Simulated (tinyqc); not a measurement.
Inside a calculation. Method: tight binding, dimerised chain. One step of it, computed by the program tinyqc.

Problem. Bloch Hamiltonian at X. H_AA = +delta, H_BB = -delta, H_AB = -t1 - t2 exp(-i k a).

Parameters chosen for this model:
```
parameter,value,unit
t1,1.790000,"eV, inside the cell"
t2,0.490000,"eV, between cells"
delta,0,"eV, +/- on the two sites"
```

k point X (2 pi / a): 0.500000

Give: H(k) at X.

Solution.

H(k) at X (eV):
```
,A,B
A,0.0000,-1.3000
B,-1.3000,0.0000
```
